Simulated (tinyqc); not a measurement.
Inside a calculation. Model: ballistic conductance of a hard-wall wire of circular section by counting modes.

Numbers from tinyqc (`OMP_NUM_THREADS=1 python tinyqc.py 2740042 2740043 out.jsonl`; about 0.04 s on one thread of a shared Intel Xeon 2.30GHz). Printed values are rounded.

Subband edges E_(l,s) = C (j_(l,s)/a)^2/m with j_(l,s) the s-th zero of the Bessel function J_l; levels with l > 0 count twice; C = hbar^2/(2 m0). Every mode transmits fully; spin gives the factor 2 in 2 q^2/h, valleys the factor gv.

Inputs (values chosen for the exercise): temperature T = 300 K; mass m = 0.46 m0; valleys gv = 1; Fermi energy above the bulk band edge Ef = 0.324 eV; radius a = 4 nm; highest subband edge listed Et = 0.427 eV.

Constants: q = 1.602176634e-19 C, kB = 1.380649e-23 J/K, hbar = 1.054571817e-34 J s, h = 6.62607015e-34 J s, m0 = 9.1093837015e-31 kg, Vt = kB T/q, hbar^2/(2 m0) = 0.0380998212 eV nm^2. Results are converted to the units shown.

## Subband edges and their occupation

List the edges below Et; each adds its degeneracy times f = 1/(1 + exp((E_n - Ef)/Vt)) to the thermal mode count.

```
mode	edge (eV)	degeneracy	f
0,1	0.029937	1	0.999989
1,1	0.076003	2	0.999932
2,1	0.136531	2	0.999291
0,2	0.157738	1	0.998392
3,1	0.210721	2	0.987652
1,2	0.254785	2	0.935678
4,1	0.298084	2	0.731543
2,2	0.366763	2	0.160552
0,3	0.387661	1	0.078529
5,1	0.398283	2	0.053485
```

## Conductance and ballistic resistance

G = (2 q^2/h) gv M; at zero temperature M counts the edges below Ef, at T it is the sum of degeneracy times f. The smooth (Sharvin) count is kF^2 A/(4 pi), kF = sqrt(m Ef/C), A = pi a^2, perimeter p = 2 pi a, and with the boundary term kF^2 A/(4 pi) - kF p/(4 pi). The sum runs over the edges listed.

M at zero temperature = 12
M at T = 11.8132
G = 915.296 uS
resistance 1/G = 1.09254 kohm
smooth count = 15.6473

The smooth count is 32 % above M at T. With the boundary term it is 11.7.
